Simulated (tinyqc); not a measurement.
Plane-wave Kohn-Sham cycle with exchange-only LDA in a layered model solid, step by step. One step of it, computed by the program tinyqc.

Problem. Iteration 1: Hamiltonian at one k. H(m,m') = (k + G_m)^2/2 delta + V(G_m - G_m'), with V(-G) = V(G).

A solid whose potential varies along x alone (atomic units):
```
parameter                      value
period a                    9.100000
cross-section of the cell  18.000000
electrons per cell                 4
grid points                       16
plane waves -n..n, n               3
k points                           1
V1 in V1 cos(2 pi x/a)     -0.610000
V2 in V2 cos(4 pi x/a)     -0.180000
```

V(G_m), m = 0, 1, 2, ... (hartree): [-0.285697, -0.305000, -0.090000, 0.000000, 0.000000, 0.000000, 0.000000]

k = 0.000000 2 pi / a

Give: H.

Solution.

H (hartree), order -3, -2, -1, +0, +1, +2, +3:
$$\begin{pmatrix}
1.860 & -0.305 & -0.090 & 0.000 & 0.000 & 0.000 & 0.000 \\
-0.305 & 0.668 & -0.305 & -0.090 & 0.000 & 0.000 & 0.000 \\
-0.090 & -0.305 & -0.047 & -0.305 & -0.090 & 0.000 & 0.000 \\
0.000 & -0.090 & -0.305 & -0.286 & -0.305 & -0.090 & 0.000 \\
0.000 & 0.000 & -0.090 & -0.305 & -0.047 & -0.305 & -0.090 \\
0.000 & 0.000 & 0.000 & -0.090 & -0.305 & 0.668 & -0.305 \\
0.000 & 0.000 & 0.000 & 0.000 & -0.090 & -0.305 & 1.860
\end{pmatrix}$$
